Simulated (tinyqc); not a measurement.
Square lattice in a magnetic field (Harper-Hofstadter model): one step. Band edges.

Landau gauge, lattice period 1: the magnetic cell has q sites j = 0 to q - 1 along x. H_jj = -2 ty cos(ky + 2 pi p j/q), H_(j,j+1) = -tx, and the bond from q - 1 back to 0 is H_(q-1,0) = -tx exp(i q kx). The levels depend on k only through cos(q kx) and cos(q ky), so the band edges lie at (0, 0) and (pi/q, pi/q).

Values chosen for the exercise:
```
symbol  value  unit  meaning
p       1            flux per plaquette p/q, in units of h/e
q       3
tx      1.6    meV   hopping along x
ty      1.6    meV   hopping along y
```

Problem. Diagonalise at (0, 0) and (pi/q, pi/q).

Give: Bands (meV).

Solution.

Bands (meV):
```
band   bottom      top   width  gap above
1     -4.3713  -3.2000  1.1713     2.0287
2     -1.1713   1.1713  2.3426     2.0287
3      3.2000   4.3713  1.1713          -
```

The bands cover 4.685 meV of the zero-field width 4 (tx + ty) = 12.8 meV.

tinyqc: `OMP_NUM_THREADS=1 python tinyqc.py 1251324 1251325 out.jsonl`; about 0.02 s, one thread, shared Intel(R) Xeon(R) Processor @ 2.30GHz.
